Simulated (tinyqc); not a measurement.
Inside a calculation. Method: tight binding, kagome lattice. One step of it, computed by the program tinyqc.

Task: Levels at k. Diagonalise the Hermitian matrix.

H(k) at k (eV), order A, B, C:
$$\begin{pmatrix}
0.000000 & -1.781648-1.290274i & 1.144392-0.440181i \\
-1.781648+1.290274i & 0.000000 & 0.282704-1.551063i \\
1.144392+0.440181i & 0.282704+1.551063i & 0.000000
\end{pmatrix}$$

Give: eigenvalues; weights |c|^2 of the basis functions.

Result:

eigenvalues (eV): [-3.3429, 1.0029, 2.3400]

weights |c|^2 of the basis functions, order A, B, C:
$$\begin{pmatrix}
0.3518 & 0.2547 & 0.3935 \\
0.3916 & 0.0856 & 0.5228 \\
0.2565 & 0.6597 & 0.0838
\end{pmatrix}$$
